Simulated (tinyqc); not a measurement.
From results back to parameters: valley splitting in a one-orbital chain of atomic planes (second-neighbour model). Five cases, with inputs chosen for the exercise.

Problem. For E(phi) = e0 + 2 v cos(phi) + 2 u cos(2 phi) with u, v > 0 and planes a/4 apart, the heights of the band at phi = 0 and phi = pi above its minimum were computed from hidden u and v; c = hbar^2/2m0.

Constants: hbar^2/2m0 = 3.80998211 eV angstrom^2.

Case 1.

Values chosen (out of a larger set: near those of the Delta valleys of silicon; abrupt walls in this chain split the valleys several times more than measured wells; not measured data): a = 5.442 angstrom (lattice constant; planes lie a/4 apart).

E(0) - Emin = 4.048767 eV
E(pi) - Emin = 1.196767 eV

Case 2.

Values chosen (out of a larger set: near those of the Delta valleys of silicon; abrupt walls in this chain split the valleys several times more than measured wells; not measured data): a = 5.441 angstrom (lattice constant; planes lie a/4 apart).

E(0) - Emin = 3.687020 eV
E(pi) - Emin = 1.227020 eV

Case 3.

Values chosen (out of a larger set: near those of the Delta valleys of silicon; abrupt walls in this chain split the valleys several times more than measured wells; not measured data): a = 5.428 angstrom (lattice constant; planes lie a/4 apart).

E(0) - Emin = 3.852959 eV
E(pi) - Emin = 1.468959 eV

Case 4.

Values chosen (out of a larger set: near those of the Delta valleys of silicon; abrupt walls in this chain split the valleys several times more than measured wells; not measured data): a = 5.435 angstrom (lattice constant; planes lie a/4 apart).

E(0) - Emin = 3.756250 eV
E(pi) - Emin = 1.352250 eV

Case 5.

Values chosen (out of a larger set: near those of the Delta valleys of silicon; abrupt walls in this chain split the valleys several times more than measured wells; not measured data): a = 5.421 angstrom (lattice constant; planes lie a/4 apart).

E(0) - Emin = 4.003748 eV
E(pi) - Emin = 1.255748 eV

Find: u, v; phi0; mass at the minimum.

Solution. E - Emin = 4u (cos(phi) + v/(4u))^2. The difference of the two heights is 4v, and for v < 4u the sum of their square roots is 4 sqrt(u). The mass is (2c)/((a/4)^2 (8u - v^2/(2u))).

Case 1.

u, v (eV): 0.603  0.713

phi0 = 1.8709 rad
mass at the minimum = 0.935 m0

Case 2.

u, v (eV): 0.573  0.615

phi0 = 1.8424 rad
mass at the minimum = 0.968 m0

Case 3.

u, v (eV): 0.630  0.596

phi0 = 1.8096 rad
mass at the minimum = 0.870 m0

Case 4.

u, v (eV): 0.601  0.601

phi0 = 1.8235 rad
mass at the minimum = 0.916 m0

Case 5.

u, v (eV): 0.609  0.687

phi0 = 1.8567 rad
mass at the minimum = 0.925 m0

Computed by tinyqc, one run a case: `OMP_NUM_THREADS=1 python tinyqc.py N N+1 out.jsonl` with N = 1452096, 1452102, 1452201, 1452294, 1452313; one thread of a shared Intel(R) Xeon(R) Processor @ 2.30GHz, about 0.02 s a run at most.
